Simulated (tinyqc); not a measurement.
## Area and perimeter leakage from two diodes

Problem. A square diode and a finger diode leak I = JA area + JP perimeter. Find JA, JP and the side of the square at which both parts are equal.

areas (um^2): [90000, 312000]
perimeters (um): [1200, 63960]
leakage currents (pA): [1.269, 54.631200]

Solution. Two linear equations give JA and JP; for a square of side a, JA a^2 = 4 JP a at a = 4 JP/JA.

JA = 2.900e-10 A/cm^2
JP = 8.400e-12 A/cm
side for equal parts = 1159 um

Numbers from tinyqc (`OMP_NUM_THREADS=1 python tinyqc.py 2290104 2290105 out.jsonl`; about 0.01 s on one thread of a shared Intel Xeon 2.30GHz).
